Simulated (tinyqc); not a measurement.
# Changing the segregation energy E_s

Model: surface segregation during layer-by-layer epitaxy: two-layer exchange kinetics and the shape of quantum wells and delta layers. Computed by tinyqc, a small Python program. Command: `OMP_NUM_THREADS=1 python tinyqc.py 3002244 3002245 out.jsonl mbeseg sweep`. One thread of a shared host (Intel(R) Xeon(R) Processor @ 2.30GHz), about 0.03 s of CPU time with the checks.

Atoms A and B exchange only between the growing layer and the one below it. B is supplied for N layers, then pure A follows.

Inputs (values chosen for the exercise, close to those used for phosphorus in silicon): barrier E1 for B to move up = 1.76 eV; attempt frequency nu = 10 THz; growth rate G = 0.13 layers/s; share x0 of B in the flux during the well = 0.11; layers in the well N = 8; layer thickness = 1.36 angstrom; temperature T = 390 C.

Constants: k_B = 8.617333262e-05 eV/K.

Method:
- p1 = nu exp(-E1/(k_B T)) (B up, A down), p2 = nu exp(-(E1 + E_s)/(k_B T)) (B down); time per layer tau = 1/G; K = p1/p2.
- Temperatures in kelvin are T(C) + 273.15.
- Dilute equilibrium share passed up per layer R_eq = K/(1 + K).
- Each layer is deposited complete with B share x_dep and then exchanges for the time tau = 1/G with the layer below, whose share is b (total c = s + b fixed): ds/dt = p1 b (1 - s) - p2 s (1 - b), s(0) = x_dep. With the roots s1 < s2 of the right side, (s - s1)/(s - s2) = [(s(0) - s1)/(s(0) - s2)] exp(-(p1 - p2)(s2 - s1) tau). The lower layer is then buried with c - s, and s becomes the b of the next layer.
- In the dilute tail each layer passes up the share R = R_eq (1 - exp(-(p1 + p2) tau)); decay length = -layer thickness/ln R.
- Index 0 is the last layer of pure A below the well. Share of B outside the intended layers 1..N = 1 - (sum over 1..N)/(N x0).

One run for each value:
```
segregation energy E_s (eV)  share passed up R  decay length (angstrom)  peak share (largest buried share)     R_eq
0.03                                   0.62469                    2.891                            0.10817  0.62831
0.10                                   0.83293                    7.440                            0.09840  0.85194
0.17                                   0.91983                   16.274                            0.08870  0.95142
0.24                                   0.94845                   25.697                            0.08478  0.98522
0.31                                   0.95716                   31.059                            0.08357  0.99561
0.39                                   0.95991                   33.242                            0.08319  0.99891
0.46                                   0.96055                   33.792                            0.08310  0.99968
0.53                                   0.96074                   33.957                            0.08307  0.99991
0.60                                   0.96080                   34.006                            0.08306  0.99997
```

Over the rows, share passed up R rises from 0.625 to 0.961; decay length (angstrom) rises from 2.89 to 34.0 (exponent d ln y / d ln x 0.79 between the first rows and 0.012 between the last); peak share (largest buried share) falls from 0.108 to 0.0831. At large E_s the return jump freezes and R levels off at 1 - exp(-p1 tau).

Caution (all rows): two-layer exchange with complete layers is a simplification that can understate segregation at low temperature; desorption, step-edge exchange and surfactants are left out. Caution (rows 0.100, 0.170, 0.240, 0.310, 0.390, 0.460, 0.530, 0.600): the floating layer fills towards saturation, so the dilute decay length holds only far out in the tail.

Extremes, crossings and ranges named in words are read from the listed rows.
